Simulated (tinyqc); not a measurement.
# Which input was changed?

Model: effective-mass impurity with a central-cell term, in a basis of Slater functions. Computed by tinyqc, a small Python program. Command: `OMP_NUM_THREADS=1 python tinyqc.py 3016683 3016684 out.jsonl centralcell which`. One thread of a shared host (Intel(R) Xeon(R) Processor @ 2.30GHz), about 0.09 s of CPU time with the checks.

The envelope obeys H = -nabla^2 - (2/r) [Z + A exp(-kappa r)] in effective units, with kappa = a*/lambda; positive A deepens the well near the core.

Inputs (values chosen for the exercise, with mass and screening modelled on ZnO):
```
quantity                   value      unit
effective mass m           0.262       m_0
dielectric constant eps     8.35         -
charge Z of the core           1         -
central-cell strength A     -2.7         -
central-cell range lambda    1.4  angstrom
```

Impurity: donor, one isotropic band.

Constants: Ry = 13.605693123 eV; a_0 = 0.529177210903 angstrom.

Method:
- Units: Ry* = Ry m/eps^2 and a* = a_0 eps/m, with m in m_0.
- kappa = a*/lambda; the hydrogenic ground state is bound by Z^2 Ry*.
- For s functions exp(-zeta r), with s = zeta_i + zeta_j: S = 2/s^3, T = zeta_i zeta_j S, V = -2 Z/s^2, W = -2 A/(s + kappa)^2; each function is normalised by dividing by sqrt(S_ii S_jj).
- Large basis: zeta_i = 0.06 x 1.6^(i-1), i = 1..22, same formulas; for p functions r exp(-zeta r): S = 24/s^5, T = zeta_i zeta_j S (centrifugal term included), V = -12 Z/s^4, W = -12 A/(s + kappa)^4; overlap eigenvalues below 1e-11 are dropped.
- Binding energies are -E Ry*; the effective quantum number is nu = Z/sqrt(-E); |psi(0)|^2 is given relative to the hydrogenic Z^3/(pi a*^3).

Task: One of these inputs alone was changed, within the range given: effective mass m (0.131 to 0.524); dielectric constant eps (4.175 to 16.7); central-cell strength A (-5.4 to -1.35); central-cell range lambda (0.7 to 2.8). Which one, and to what value?

Results:
```
run     2p binding energy (meV)  1s binding energy (meV)  a* (angstrom)
before                 12.77916                 46.96642       16.86500
after                  17.42622                 62.68028       14.44129
```

Result:

Each candidate set to reproduce 2p binding energy, and what it then gives:
```
candidate                             range searched  value needed  1s binding energy (meV)  a* (angstrom)
effective mass m (m_0)                0.131 to 0.524        0.3574                   61.084         12.363
dielectric constant eps                4.175 to 16.7         7.150                   62.680         14.441
central-cell strength A                -5.4 to -1.35  out of reach                        -              -
central-cell range lambda (angstrom)      0.7 to 2.8  out of reach                        -              -
```

Only dielectric constant eps fits every result: it went from 8.35 to 7.15. The next best candidate, effective mass m, misses one result by 14 %.
